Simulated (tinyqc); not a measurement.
Random telegraph noise from one oxide trap in a small MOSFET: two steps of the calculation.

An acceptor-like trap exchanges electrons with the channel. Inversion charge Q = Cox u, u = n Vt W0(exp((Vg - VT)/(n Vt))), W0 the Lambert function, n = nf, Cox = eps0 eox/tox; linear regime Id = (W/L) mu Q Vd. Relative to threshold the surface potential rises by Vt ln(u/u0) and the oxide voltage by the rest of Vg - VT, with u0 = n Vt W0(1).

Inputs (values chosen for the exercise); values of the order met in silicon transistors:

| symbol | value | unit | meaning |
|---|---|---|---|
| T | 300 | K | temperature |
| eox | 3.9 |  | relative permittivity of the gate insulator (close to silicon dioxide) |
| tox | 4.2 | nm | insulator thickness |
| xt | 2 | nm | depth of the trap from the channel interface |
| E0 | 0.34 | eV | trap level above the channel Fermi level at threshold |
| s0 | 1e-16 | cm^2 | capture prefactor |
| EB | 0.25 | eV | capture barrier (lattice relaxation) |
| lt | 0.18 | nm | tunnelling decay length |
| vth | 2.3e7 | cm/s | thermal velocity |
| zi | 1.5 | nm | thickness of the inversion layer |
| VT | 0.2 | V | threshold voltage |
| nf | 1.27 |  | body factor |
| Vg | 0.75 | V | gate voltage |

Constants: q = 1.602176634e-19 C, kB = 1.380649e-23 J/K, Vt = kB T/q, eps0 = 8.8541878128e-14 F/cm where lengths are in cm. Results are converted to the units shown.

Task 1. Trap level, time constants and occupancy. N = Cox u/q; dpsi = Vt ln(u/u0); E = E0 - dpsi - (xt/tox)(Vg - VT - dpsi); capture time tc = 1/[(N/zi) vth s0 exp(-xt/lt - EB/Vt)]; emission time te = tc exp(-E/Vt); occupancy te/(tc + te).

Wanted: u; N; dpsi; E; tc; te; occupancy.

Result 1.

u = 0.4631 V
N = 2.376e12 cm^-2
dpsi = 0.08308 V
E = 0.03458 eV
tc = 0.02909 s
te = 0.007636 s
occupancy = 0.2079

The trap lies 1.3 Vt above the Fermi level, so it is filled 20.8 % of the time.

Task 2. Lorentzian spectrum. Spectrum S(f) = 4 dI^2/{(tc + te)[(1/tc + 1/te)^2 + (2 pi f)^2]}; corner fc = (1/tc + 1/te)/(2 pi); variance dI^2 tc te/(tc + te)^2. Give S at f = 0, at fc and at 10 fc.

tc = 0.029089531 s
te = 0.0076360913 s
dI = 13.507785 nA

Wanted: fc; S(0); S(fc); S(10 fc); rms current.

Result 2.

fc = 26.31 Hz
S(0) = 7.270e-19 A^2/Hz
S(fc) = 3.635e-19 A^2/Hz
S(10 fc) = 7.198e-21 A^2/Hz
rms current = 5.482 nA

The rms value is 0.406 of the step; it reaches its largest share, 1/2, when tc = te.

Range of the model: VT is taken as given; short-channel effects and the uneven flow of current among few electrons are left out.

tinyqc, about 0.01 s, one thread, Intel Xeon 2.30GHz (shared host): `OMP_NUM_THREADS=1 python tinyqc.py 2710167 2710168 out.jsonl`
